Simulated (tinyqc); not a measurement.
Thermal stress and diffusional relaxation in a metal film: Coble and Nabarro-Herring creep, cooling and holds: one step, computed by the program tinyqc. Command: `OMP_NUM_THREADS=1 python tinyqc.py 3018066 3018067 out.jsonl creep walk`. One thread of a shared host (Intel(R) Xeon(R) Processor @ 2.30GHz), about 0.05 s of CPU time with the checks.

A thin film on a rigid substrate is stress-free at T0. Tension is positive and the film creeps linearly: d sigma/dt = -M (mismatch) dT/dt - sigma/tau.

Question. Stress after cooling to room temperature. Creep rate per stress: Nabarro-Herring 14 D Omega/(k_B T d^2), Coble (14 pi) delta D_b Omega/(k_B T d^3), with D = D0 exp(-E/(k_B T)), delta D_b = (delta D_b)0 exp(-E_b/(k_B T)); 1/tau = M x (sum of both)/2 (biaxial strain rate is half the uniaxial one). Temperatures in kelvin are T(C) + 273.15. Cooling from T0 at the constant rate: d sigma/dT = -slope + sigma/(tau(T) x rate), integrated to 25 C (stiff solver, tolerance 1e-9). Effective stress-free temperature T_eff = 25 C + sigma/slope.

Inputs (values chosen for the exercise, modelled on aluminium films on silicon):
```
quantity                           value        unit
biaxial modulus M                    101         GPa
atomic volume Omega                 16.6  angstrom^3
lattice prefactor D0             0.00019       m^2/s
lattice energy E                    1.49          eV
boundary prefactor (delta D_b)0  5.1e-14       m^3/s
boundary energy E_b                0.905          eV
grain size d                        0.18          um
stress-free temperature T0           400           C
hold temperature T                   140           C
cooling rate                          30       C/min
yield stress                         520         MPa
```

thermoelastic slope = 2.0301 MPa/K

Constants: k_B = 1.380649e-23 J/K; k_B = 8.617333262e-05 eV/K.

Give: stress at 25 C; effective stress-free temperature.

Answer.

stress at 25 C = 140.0 MPa

effective stress-free temperature = 93.94 C

Creep during cooling removes 81.6 % of the elastic value. Caution: the elastic stress exceeds the yield stress, so dislocation glide would cap it first. Caution: bulk creep laws overstate relaxation in a bonded film, and dislocation glide would cap stresses above the yield stress.
